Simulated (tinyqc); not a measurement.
# Sub-threshold conduction and electro-thermal threshold of an amorphous chalcogenide, step by step

tinyqc, about 0.02 s, one thread, Intel Xeon 2.30GHz (shared host): `OMP_NUM_THREADS=1 python tinyqc.py 2490102 2490103 out.jsonl` Printed values are rounded.

Trap-limited conduction: I = I0 exp(-Ea/kB T) sinh(q V dz/(2 ua kB T)), I0 = 2 q A Nt dz/ta. One lumped temperature T = T0 + Rt I V. The threshold is the largest V for which a steady state exists on the low-current branch.

Parameters, values chosen for the exercise; values of the order of Ge-Sb-Te and related chalcogenides: ambient temperature T0 = 330 K; cross-section A = 880 nm^2; amorphous thickness ua = 42 nm; distance between traps dz = 4.6 nm; activation energy Ea = 0.37 eV; trap density Nt = 3.4e19 cm^-3; attempt time ta = 2e-14 s; thermal resistance Rt = 4.5 K/uW; voltage across the amorphous layer V = 3.05 V.

Constants: q = 1.602176634e-19 C, kB = 1.380649e-23 J/K. Results are converted to the units shown.

Range of the model: Purely electronic switching mechanisms, filaments and series resistance are left out.

## Isothermal quantities

I0, the low-field resistance 2 ua kB T0 exp(Ea/kB T0)/(q dz I0), the slope voltage V0 = 2 ua kB T0/(q dz), and I at V without heating.

I0 = 2.205108 mA
low-field resistance = 105.3510 Mohm
V0 = 0.5192880 V
I without heating = 0.8760579 uA

## Iteration 1: self-heating

T at the start = 330 K

I at the present T, then T(new) = T0 + Rt I V.

I = 0.8760579 uA
T after iteration 1 = 342.0239 K

## Iteration 2: self-heating

As before.

I = 1.125919 uA
T after iteration 2 = 345.4532 K

## Course of the iteration

Stop when T changes by less than 1e-7 K; give up above 900 K or after 200 iterations.

Course of the iteration:
```
iteration	T(new) (K)	I (uA)	change (K)
1	342.0239	0.8760579	12.0
2	345.4532	1.125919	3.43
3	346.5466	1.205584	1.09
4	346.9065	1.231800	0.360
5	347.0261	1.240514	0.120
6	347.0659	1.243420	0.0399
7	347.0793	1.244391	0.0133
8	347.0837	1.244715	4.45e-3
9	347.0852	1.244823	1.49e-3
10	347.0857	1.244859	4.96e-4
11	347.0859	1.244871	1.66e-4
12	347.0859	1.244875	5.54e-5
13	347.0859	1.244877	1.85e-5
14	347.0859	1.244877	6.18e-6
15	347.0859	1.244877	2.07e-6
16	347.0859	1.244877	6.90e-7
17	347.0859	1.244877	2.30e-7
18	347.0859	1.244877	7.70e-8
```

Converged in 18 iterations. The loop gain dT(new)/dT is 0.33; it reaches 1 at the threshold, 3.320 V.
